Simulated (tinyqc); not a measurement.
# Six-transistor SRAM cell, nodal equations and margins: two studies

Two cross-coupled inverters (pull-down bn, pull-up bp) hold the nodes Q and QB; access transistors (ba, threshold VTn, gate on the word line at Vdd when selected) join them to the bit lines. Transistor (EKV form, voltages against the body): I = 2 n b Vt^2 [F(vp - Vs) - F(vp - Vd)] from drain to source, F(v) = ln^2(1 + exp(v/(2 Vt))), vp = (Vg - VT + sg |Vd - Vs|)/n. n-channel bodies are at 0; for the p-channel device all voltages are counted down from Vdd. b in uA/V^2 gives I in uA. For an access transistor the bit line is the drain and the node the source. In a read both bit lines are at Vdd. The cell is symmetric (no mismatch).

Values chosen for this exercise:
- T = 273 K (temperature)
- Vdd = 1.2 V (supply voltage)
- n = 1.23 (slope factor)
- sg = 0.021 (drain-induced barrier lowering)
- VTn = 0.41 V (n-channel threshold)
- VTp = 0.33 V (p-channel threshold (magnitude))
- bn = 670 uA/V^2 (gain factor of the pull-down transistor)
- ba = 450 uA/V^2 (gain factor of the access transistor)
- bp = 240 uA/V^2 (gain factor of the pull-up transistor)

Constants: q = 1.602176634e-19 C, kB = 1.380649e-23 J/K, Vt = kB T/q. Results are converted to the units shown.

Each table varies one quantity; the others keep the values above.

## Effect of the gain factor of the pull-down transistor

f(x) is the node voltage of one half-cell for input x: In = Ip in hold, In = Ip + Ia in a read. Static noise margin: side of the largest square between the curve (x, f(x)) and its mirror image (f(y), y); with h(c) the root x of f(x) - x = c, it is the maximum over c > 0 of h(c) - h(-c) + c. Q is the low node in a read and Iread the current of its access transistor. The write trip is the voltage to which the bit line of the high node must fall (the other staying at Vdd) for that state to vanish; higher is easier, and a negative value means that a grounded bit line does not write.

Results:

| bn (uA/V^2) | hold margin (mV) | read margin (mV) | Q in a read (mV) | Iread (uA) | write trip (mV) |
|---|---|---|---|---|---|
| 420 | 479.2 | 252.8 | 204.1 | 57.33 | 326.0 |
| 550 | 479.4 | 266.9 | 173.3 | 65.50 | 308.6 |
| 960 | 475.6 | 297.3 | 118.0 | 81.53 | 273.1 |
| 1300 | 471.4 | 313.3 | 93.42 | 89.21 | 254.8 |
| 1700 | 466.6 | 326.4 | 75.10 | 95.16 | 239.4 |

Estimate the missing row, bn = 730 uA/V^2.

Computed row:

| bn (uA/V^2) | hold margin (mV) | read margin (mV) | Q in a read (mV) | Iread (uA) | write trip (mV) |
|---|---|---|---|---|---|
| 730 | 478.2 | 282.4 | 143.6 | 73.88 | 290.4 |

With this row back in the table: As bn goes from 420 to 1700 uA/V^2, the read margin rises from 253 to 326 mV, the write trip falls from 326 to 239 mV and Iread rises from 57.3 to 95.2 uA. The read margin is 0.53 of the hold margin in the first row and 0.70 in the last. Read stability and write ability pull in opposite directions.

## Effect of the drain-induced barrier lowering

Same model as above.

Results:

| sg | hold margin (mV) | read margin (mV) | Q in a read (mV) | Iread (uA) | write trip (mV) |
|---|---|---|---|---|---|
| 0.02 | 479.5 | 278.5 | 152.0 | 71.23 | 295.4 |
| 0.08 | 432.4 | 230.5 | 171.2 | 80.10 | 322.4 |
| 0.11 | 409.3 | 207.2 | 180.7 | 84.56 | 335.1 |
| 0.14 | 386.5 | 184.6 | 190.1 | 89.02 | 348.0 |
| 0.17 | 364.0 | 162.6 | 199.5 | 93.43 | 361.8 |

Estimate the missing row, sg = 0.05.

Computed row:

| sg | hold margin (mV) | read margin (mV) | Q in a read (mV) | Iread (uA) | write trip (mV) |
|---|---|---|---|---|---|
| 0.05 | 455.9 | 254.3 | 161.6 | 75.66 | 309.3 |

With this row back in the table: As sg goes from 0.02 to 0.17, the read margin falls from 278 to 163 mV, the write trip rises from 295 to 362 mV and Iread rises from 71.2 to 93.4 uA. The read margin is 0.58 of the hold margin in the first row and 0.45 in the last. Read stability and write ability pull in opposite directions.

Program tinyqc, `OMP_NUM_THREADS=1 python tinyqc.py 2340067 2340068 out.jsonl`; Intel Xeon 2.30GHz, shared host, one thread, about 0.1 s.
